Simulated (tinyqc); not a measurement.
Floating body of a partially depleted SOI transistor: body voltage and kink: one step of the calculation.

Source at 0 V. Channel current Ic = 2 nf K Vt^2 [F(0) - F(Vd)](1 + la Vd), F(V) = ln^2(1 + exp((Vg - VT - nf V)/(2 nf Vt))), VT = VT0 - gb Vb. Saturation voltage Vs = 2 Vt sqrt(F(0)) + 3 Vt, excess Ve = (Vd - Vs + sqrt((Vd - Vs)^2 + 0.0004 V^2))/2, multiplication M1 = Ai Ve exp(-Bl/Ve). Each junction passes D(v) = J1 (exp(v/Vt) - 1) + J2 (exp(v/(2 Vt)) - 1). Bipolar current Ib = bb J1 (exp(Vb/Vt) - 1). The body settles where M1 (Ic + Ib) = D(Vb) + D(Vb - Vd) + Vb/Rb; drain current Id = (1 + M1)(Ic + Ib) - D(Vb - Vd).

Task. New Vb. Current into the body I_in = M1 (Ic + Ib) - D(Vb - Vd), current out I_out = D(Vb) + Vb/Rb; f = ln(I_in/I_out), s = df/dVb by central differences over 1e-5 V, Vb(new) = Vb - f/s.

Inputs (values chosen for the exercise); values of the order met in partially depleted silicon-on-insulator transistors: temperature T = 300 K; threshold at zero body voltage VT0 = 0.39 V; fall of the threshold per volt of body voltage gb = 0.27; slope factor nf = 1.27; gain factor per width K = 260 uA/(V^2 um); channel-length modulation factor la = 0.03 1/V; impact-ionisation prefactor Ai = 2.22 1/V; impact-ionisation voltage Bl = 5.4 V; diffusion saturation current of each junction J1 = 8e-12 uA/um; recombination saturation current of each junction J2 = 3.7e-8 uA/um; gain of the lateral bipolar transistor on the diffusion current bb = 0.5; resistance of a weak body tie to the source (1e9 stands for no tie, and the term is then dropped) Rb = 1e9 kohm um; gate voltage Vg = 0.98 V; drain voltage Vd = 1.9 V.

Constants: q = 1.602176634e-19 C, kB = 1.380649e-23 J/K, Vt = kB T/q. Results are converted to the units shown.

Vb at the start = 0.78 V

Wanted: Ic; Ve; M1; I_in; I_out; f; s; Vb after iteration 1.

Result.

Ic = 69.35 uA/um
Ve = 1.192 V
M1 = 0.02854
I_in = 3.428 uA/um
I_out = 101.6 uA/um
f = -3.390
s = -22.91 1/V
Vb after iteration 1 = 0.6320 V

Range of the model: The multiplication law is an empirical form chosen for the exercise; self-heating and capacitive coupling to the body are left out, and the linear laws are rough once Vb passes about 0.7 V or M1 about 0.1.

Program tinyqc, `OMP_NUM_THREADS=1 python tinyqc.py 2182016 2182017 out.jsonl`; Intel Xeon 2.30GHz, shared host, one thread, about 0.2 s.
